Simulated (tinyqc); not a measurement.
Bandgap voltage reference from two bipolar transistors: one step of the calculation.

Two transistors of area 1 and N carry the same current I. Is(T) = Is (T/T0)^eta exp[(Vg0 q/kB)(1/T0 - 1/T)], VBE1 = Vt ln(I/Is(T)) + I rb, VBE2 = Vt ln(I/(N Is(T))) + I rb/N. The amplifier forces I R1(T) = VBE1 - VBE2 + Vos, with R(T) = R (1 + tc (T - T0)) for both resistors, and the output is Vref = VBE1 + I R2(T). Base currents and the Early effect are neglected.

Question. Resistor for zero slope at T0, ideal case. With tc = 0, Vos = 0 and rb = 0 the current is proportional to T, dVBE/dT = (VBE - Vg0 - (eta - 1) Vt)/T, and Vref has zero slope at T0 when Vref = Vg0 + (eta - 1) Vt0. Find VBE1, its slope, that Vref, R2/R1 and the curvature d2Vref/dT2 = -(eta - 1) kB/(q T0).

Inputs (values chosen for the exercise); values of the order met in silicon bipolar transistors:
- T0 = 298 K (reference temperature)
- Vg0 = 1.149 V (band-gap voltage extrapolated to 0 K)
- eta = 3.5 (temperature exponent of the saturation current)
- Is = 2.3e-17 A (saturation current of the unit transistor at T0)
- N = 4 (area ratio of the second transistor)
- R1 = 20 kohm (resistor across which the difference of VBE falls, at T0)

Constants: q = 1.602176634e-19 C, kB = 1.380649e-23 J/K. Results are converted to the units shown.

Find: VBE1; dVBE/dT; Vref; R2/R1; curvature.

Answer.

VBE1 = 0.6438 V
dVBE/dT = -1.911 mV/K
Vref = 1.213 V
R2/R1 = 15.99
curvature = -0.7229 uV/K^2

Program tinyqc, `OMP_NUM_THREADS=1 python tinyqc.py 2062027 2062028 out.jsonl`; Intel Xeon 2.30GHz, shared host, one thread, about 0.02 s.
